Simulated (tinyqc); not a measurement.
Optical transitions of a finite quantum well: one step. Absorption of one well. Two cases, with inputs chosen for the exercise.

Question. For light polarised along z (a real waveguide or Brewster geometry adds an angle factor), with all electrons in e1 and none in e2, the peak fractional absorption is 4 pi alpha Ns c f_12/(n_r m1 G) and the area under the Lorentzian line is pi G times that, c = hbar^2/2m0; 1e12/cm^2 = 1e-4/angstrom^2. EF - E1 = 2 pi c Ns/m1 at zero temperature.

Constants: hbar^2/2m0 = 3.80998211 eV angstrom^2; fine-structure constant alpha = 0.007297352564.

Case 1.

Values chosen (out of a larger set: near those of a GaAs well in AlGaAs; not measured data):
- Ns = 2.4 x 1e12/cm^2 (electrons in e1)
- n_r = 3.39 (refractive index)
- G = 20 meV (half width of the line)

Transitions:
```
pair  E (meV)  wavelength (micrometre)  |z| (angstrom)         f
1-2   128.081                   9.6801         20.8239  0.982948
```

m1 = 0.067428 m0

Case 2.

Values chosen (out of a larger set: near those of a GaAs well in AlGaAs; not measured data):
- Ns = 0.3 x 1e12/cm^2 (electrons in e1)
- n_r = 3.3 (refractive index)
- G = 8 meV (half width of the line)

Transitions:
```
pair  E (meV)  wavelength (micrometre)  |z| (angstrom)         f
1-2    66.529                  18.6361         28.9613  0.976071
1-3   165.754                   7.4800          0.0000  0.000000
```

m1 = 0.066643 m0

Give: peak absorption; area; EF - E1.

Answer.

Case 1.

peak absorption = 1.803 %
area = 113.28 % meV
EF - E1 = 85.2 meV

Case 2.

peak absorption = 0.581 %
area = 14.61 % meV
EF - E1 = 10.8 meV

EF lies below e2, as assumed.

Computed by tinyqc, one run a case: `OMP_NUM_THREADS=1 python tinyqc.py N N+1 out.jsonl` with N = 1251886, 1252117; one thread of a shared Intel(R) Xeon(R) Processor @ 2.30GHz, about 0.07 s a run at most.
